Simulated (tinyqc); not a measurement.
From size without pinning back to anneal time t: grain growth, pinning, strength and diffusional creep of a polycrystal or thin film. Computed by tinyqc, a small Python program. Command: `OMP_NUM_THREADS=1 python tinyqc.py 3002539 3002540 out.jsonl grain inv`. One thread of a shared host (Intel(R) Xeon(R) Processor @ 2.30GHz), about 0.01 s of CPU time with the checks.

One mean grain size d describes the structure.

Inputs (values chosen for the exercise, modelled on nickel):

| quantity | value | unit |
|---|---|---|
| boundary energy gamma | 0.9 | J/m^2 |
| mobility prefactor M0 | 9.6e-06 | m^4/(J s) |
| activation energy of boundary motion Q_m | 1.53 | eV |
| anneal temperature T | 521 | K |
| initial grain size d0 | 22 | nm |
| particle volume fraction f | 0.015 | - |
| particle radius r | 12 | nm |

Sample: bulk.

Constants: k_B = 8.617333262e-05 eV/K.

Method. M = M0 exp(-Q_m/(k_B T)). The driving pressure is 2 gamma/d. Zener pinning pressure 3 f gamma/(2 r) stops growth at d_Z = 4 r/(3 f). The limit is d_lim = d_Z. dd/dt = 2 M gamma (1/d - 1/d_lim) integrates to 2 M gamma t = d_lim (d0 - d) + d_lim^2 ln[(d_lim - d0)/(d_lim - d)]; without pinning d^2 = d0^2 + 4 M gamma t.

Question. A run gave the result below. Find the anneal time t, known to lie between 10000 and 17000 s.

size without pinning = 34.3111 nm

Answer.

Each step takes the trial c = (a f_b - b f_a)/(f_b - f_a), f being the result less the target and a, b, c the logarithms of the listed values; c replaces end b, the old b replaces a if the sign of f changed, and otherwise f_a is halved.

Scan of the range:

| anneal time t (s) | size without pinning (nm) |
|---|---|
| 10000 | 32.1184 |
| 10900 | 32.8767 |
| 11900 | 33.6992 |
| 13000 | 34.5814 |
| 14200 | 35.5187 |
| 15600 | 36.5820 |
| 17000 | 37.6152 |

False position (Illinois rule, in the logarithm of the input) inside the bracket:

| step | end a | end b | trial | size without pinning (nm) |
|---|---|---|---|---|
| 1 | 11900.0 | 13000.0 | 12652.6 | 34.3052 |
| 2 | 13000.0 | 12652.6 | 12659.9 | 34.3110 |
| 3 | 13000.0 | 12659.9 | 12660.1 | 34.3112 |
| 4 | 12659.9 | 12660.1 | 12660.0 | 34.3111 |

Size without pinning rises at every point of a 13-point scan of the range (every second point is shown), so one value fits; it is bracketed by 11900 and 13000. Answer: anneal time t = 12660 s.
